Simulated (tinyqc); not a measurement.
Worked calculation: plane-wave Kohn-Sham cycle with exchange-only LDA in a layered model solid. Computed by tinyqc, a small Python program that keeps every step. Settings: points = 16, plane-wave index or count = 3, electrons = 4, k points = 2, area = 17.0, mixing = 0.1, iteration cap = 51. Command: `OMP_NUM_THREADS=1 python tinyqc.py 28160 28161 out.jsonl` (the two numbers bound the seeds that draw the settings). One thread of a shared host (Intel(R) Xeon(R) Processor @ 2.60GHz), about 0.01 s of CPU time with the checks.

A solid whose potential varies along x alone (atomic units):

| parameter | value |
|---|---|
| period a | 7.800000 |
| cross-section of the cell | 17.000000 |
| electrons per cell | 4 |
| grid points | 16 |
| plane waves -n..n, n | 3 |
| k points | 2 |
| V1 in V1 cos(2 pi x/a) | -0.170000 |
| V2 in V2 cos(4 pi x/a) | 0.050000 |

Stop when sqrt(dV sum R^2) is below 1e-8, dV = a A/N.

Course of the cycle:

| iteration | E (hartree) | norm of the residual |
|---|---|---|
| 1 | -0.57172204 | 8.32e-02 |
| 2 | -0.56358732 | 6.86e-02 |
| 3 | -0.55819638 | 5.67e-02 |
| 4 | -0.55462106 | 4.70e-02 |
| 5 | -0.55224738 | 3.91e-02 |
| 6 | -0.55066954 | 3.26e-02 |
| 7 | -0.54961925 | 2.72e-02 |
| 8 | -0.54891907 | 2.28e-02 |
| 9 | -0.54845151 | 1.92e-02 |
| 10 | -0.54813873 | 1.62e-02 |
| 11 | -0.54792908 | 1.38e-02 |
| ... | ... | ... |
| 41 | -0.54749055 | 2.75e-04 |
| 42 | -0.54749054 | 2.45e-04 |
| 43 | -0.54749053 | 2.17e-04 |
| 44 | -0.54749053 | 1.93e-04 |
| 45 | -0.54749052 | 1.72e-04 |
| 46 | -0.54749052 | 1.53e-04 |
| 47 | -0.54749052 | 1.36e-04 |
| 48 | -0.54749051 | 1.21e-04 |
| 49 | -0.54749051 | 1.08e-04 |
| 50 | -0.54749051 | 9.58e-05 |
| 51 | -0.54749051 | 8.53e-05 |

Can the last value be used, and what does the course show?

Not by the stop rule, although the second column moves by less than 1e-07 over the last three steps. Not converged within 51 iterations: the residual falls steadily but slowly, by a factor of about 0.89 a step. Reruns (cap 100 unless said): mixing 0.5, Kerker q0 1.0: converged in 37 (E = -0.54749); mixing 0.3, Pulay depth 5: converged in 8 (E = -0.54749); the original settings with a cap of 400: converged in 130 (E = -0.54749).
